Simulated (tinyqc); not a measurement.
Admittance spectroscopy of a deep trap: two steps of the calculation.

Schottky contact on an n-type layer with shallow donors Nd (all ionised) and a donor-like deep trap, neutral when filled and positive when empty; depletion approximation. Traps within lam of the depletion edge stay filled. The traps at xt = W - lam, where the level crosses the Fermi level, follow a slow signal and not a fast one. w = 2 pi f.

Values chosen for this exercise; material values close to those of gallium arsenide:
- eps_r = 13 (relative permittivity)
- Nc = 4.34e17 cm^-3 (conduction-band density of states at 300 K)
- vth = 4.6e7 cm/s (thermal velocity at 300 K)
- Nd = 5.2e14 cm^-3 (shallow donor density)
- Vbi = 1.02 V (built-in voltage)
- Et = 0.2 eV (depth of the trap below the conduction edge)
- sn = 4.9e-15 cm^2 (capture cross-section)
- Nt = 5.7e13 cm^-3 (trap density)
- Vr = 0.4 V (reverse bias)
- f = 5400 Hz (signal frequency)
- T = 153 K (temperature)

Constants: q = 1.602176634e-19 C, kB = 1.380649e-23 J/K, eps0 = 8.8541878128e-14 F/cm where lengths are in cm. Results are converted to the units shown.

Problem 1. Widths and limiting capacitances. lam = sqrt(2 eps0 eps_r (EF - ET)/(q Nd)), EF - ET = Et - (kB T/q) ln(Nc(T)/Nd), Nc(T) = Nc (T/300 K)^1.5. In the steady state at the band bending V, 2 eps0 eps_r V/q = Nd W^2 + Nt (W - lam)^2 (the second term only if W > lam). V = Vbi + Vr. C_HF = eps0 eps_r/W, C_LF = eps0 eps_r (Nd + Nt)/(Nd W + Nt xt).

Wanted: lam; W; xt; C_HF; C_LF.

Solution 1.

lam = 586.8 nm
W = 1930 nm
xt = 1343 nm
C_HF = 5.963 nF/cm^2
C_LF = 6.148 nF/cm^2

The step is 3.10 % of C_HF.

Problem 2. Admittance at the signal frequency. Emission rate en = sn vth(T) Nc(T) exp(-Et/kB T) = sn g T^2 exp(-Et/kB T), g = vth Nc/(300 K)^2, as vth goes as T^0.5 and Nc as T^1.5 (degeneracy factor 1). Inflection frequency w0 = 2 en [1 + Nt xt/(Nd W)]; C = C_HF + (C_LF - C_HF)/(1 + (w/w0)^2), G/w = (C_LF - C_HF)(w/w0)/(1 + (w/w0)^2).

W = 1930.2522 nm
xt = 1343.4304 nm
C_HF = 5.9631814 nF/cm^2
C_LF = 6.1478156 nF/cm^2

Give: en; w0/(2 pi); C; G/w.

Solution 2.

en = 6571.1 1/s
w0/(2 pi) = 2251.2 Hz
C = 5.9905 nF/cm^2
G/w = 0.065576 nF/cm^2

The signal is faster than the trap, which mostly does not follow it.

Computed by the program tinyqc: `OMP_NUM_THREADS=1 python tinyqc.py 2050107 2050108 out.jsonl`, one thread of a shared Intel Xeon 2.30GHz, about 0.01 s for the whole run.
